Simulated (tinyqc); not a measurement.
Inside a calculation. Model: round nanowire with a gate all round, subbands and threshold shift from confinement.

Computed by the program tinyqc: `OMP_NUM_THREADS=1 python tinyqc.py 2350147 2350148 out.jsonl`, one thread of a shared Intel Xeon 2.30GHz, about 0.4 s for the whole run. Printed values are rounded.

Undoped body with a flat potential across it, hard walls, transport along x. Three valley pairs (g = 2 each) with the longitudinal mass along x, y or z. Non-parabolicity enters the subband edges through E (1 + al E) = gamma, so E = 2 gamma/(1 + sqrt(1 + 4 al gamma)); motion within a subband is taken as parabolic with the band-edge mass. Energies are counted from the bulk band edge.

Inputs (values chosen for the exercise); masses close to those of silicon: temperature T = 77 K; longitudinal mass ml = 0.933 m0; transverse mass mt = 0.193 m0; non-parabolicity al = 0 1/eV; diameter t = 7.6 nm; widening of the box by penetration into the insulator dl = 0 nm.

Constants: q = 1.602176634e-19 C, kB = 1.380649e-23 J/K, hbar = 1.054571817e-34 J s, m0 = 9.1093837015e-31 kg, Vt = kB T/q, hbar^2/(2 m0) = 0.0380998212 eV nm^2. Results are converted to the units shown.

Range of the model: For the strongly anisotropic y and z valleys the mean inverse mass serves only for l = 0; pairs with l > 0 really split widely.

## Lowest subbands

gamma = C (2 z/(t + dl))^2 (1/my + 1/mz)/2, z the zeros of the Bessel functions J_l (2.404826, 3.831706, 5.135622, 5.520078, ...), twofold for l > 0; the mean inverse mass is an approximation for anisotropic valleys, C = hbar^2/(2 m0). List the 5 lowest, labelled by valley axis and quantum numbers, with degeneracy g and N_k: N_k = g sqrt(2 mx m0 kB T/(pi hbar^2)).

```
subband	E_k (eV)	g	N_k (cm^-1)
y0,1	0.0477081	2	2.06873e6
z0,1	0.0477081	2	2.06873e6
x0,1	0.0790616	2	4.54848e6
y1,1	0.121118	4	4.13746e6
z1,1	0.121118	4	4.13746e6
```

## Threshold shift

Each subband has N_k = g sqrt(2 mx m0 kB T/(pi hbar^2)); without degeneracy n = exp(EF/Vt) sum N_k exp(-E_k/Vt). Classical value Nc times pi t^2/4, Nc = sum over valleys of 2 g (m m0 kB T/(2 pi hbar^2))^1.5 with m = (mx my mz)^(1/3). Threshold shift dVT = Vt ln(classical value/sum N_k exp(-E_k/Vt)). Use the subbands listed.

shares, subband y0,1 to z1,1 (%): 49.5157  49.5157  0.9655  0.0016  0.0016
sum N_k exp(-E_k/Vt) = 3150.54 cm^-1
Nc = 3.64985e18 cm^-3
classical value = 1.65574e6 cm^-1
dVT = 41.5667 mV

With all subbands dVT = 41.57 mV. The lowest edge lies at 47.7 meV; dVT is smaller than that, since sum N_k exp(-(E_k - E_1)/Vt) exceeds the classical value.
